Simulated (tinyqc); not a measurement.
## Doping from resistivity

Inverse problem. A uniform, uncompensated and fully ionised sample has rho = 1/(q N mu), mu = m1 + (m2 (T/300 K)^(-bt) - m1)/(1 + (N/Nr)^am). Find N, mu and the diffusion coefficient mu Vt.

Values chosen for this exercise: temperature T = 500 K; mobility limit at high doping m1 = 69.8 cm^2/(V s); mobility limit at low doping, at 300 K m2 = 1450 cm^2/(V s); reference doping of the mobility law Nr = 9.45e16 cm^-3; exponent of the mobility law am = 0.693; temperature exponent of m2 bt = 2.

Constants: q = 1.602176634e-19 C, kB = 1.380649e-23 J/K, Vt = kB T/q. Results are converted to the units shown.

resistivity = 4.8026829e-4 ohm cm

Solution. With am below 1 the product N mu rises steadily with N, so one doping matches; it is found by iterating N = 1/(q rho mu(N)).

N = 1.800e20 cm^-3
mu = 72.20 cm^2/(V s)
diffusion coefficient = 3.111 cm^2/s

tinyqc, about 0.01 s, one thread, Intel Xeon 2.30GHz (shared host): `OMP_NUM_THREADS=1 python tinyqc.py 2110016 2110017 out.jsonl`
